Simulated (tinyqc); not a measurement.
From results back to parameters: donor-acceptor pair recombination. Two cases, with inputs chosen for the exercise.

Problem. The lines of two shells were computed from hidden eps and ED + EA.

h nu = Eg - ED - EA + q/(eps R), q = e^2/(4 pi eps0); shell j lies at R = a_lat sqrt(j/2) for the same sublattice and a_lat sqrt(j/2 - 5/16) for opposite ones (on the same sublattice shells 14, 30, 46, 56, 62, ... are empty, where 2j has the form 4^a (8b + 7)); rate W = W0 exp(-2R/aD) with the donor radius aD = q/(2 eps ED). Polarisation and overlap terms, which matter for close pairs, are left out.

Constants: e^2/(4 pi eps0) = 14.39964547 eV angstrom.

Find: R; eps; ED + EA.

Method. h nu against 1/R is a line of slope q/eps and intercept Eg - ED - EA.

Case 1.

Values chosen (near those of impurities in 3C SiC; not measured data):
- a_lat = 4.36 angstrom (lattice constant)
- Eg = 2.388 eV (gap)
- kind = same (sublattices of donor and acceptor)
- j12 = (87, 97) (two shells)

h nu (eV): 2.137071  2.134251

Solution.

R (angstrom): 28.76  30.36

eps = 9.4
ED + EA = 304 meV

Case 2.

Values chosen (near those of impurities in 3C SiC; not measured data):
- a_lat = 4.36 angstrom (lattice constant)
- Eg = 2.388 eV (gap)
- kind = opposite (sublattices of donor and acceptor)
- j12 = (160, 573) (two shells)

h nu (eV): 2.137439  2.119236

Solution.

R (angstrom): 38.92  73.76

eps = 9.6
ED + EA = 289 meV

Computed by tinyqc, one run a case: `OMP_NUM_THREADS=1 python tinyqc.py N N+1 out.jsonl` with N = 1281803, 1281859; one thread of a shared Intel(R) Xeon(R) Processor @ 2.30GHz, about 0.06 s a run at most.
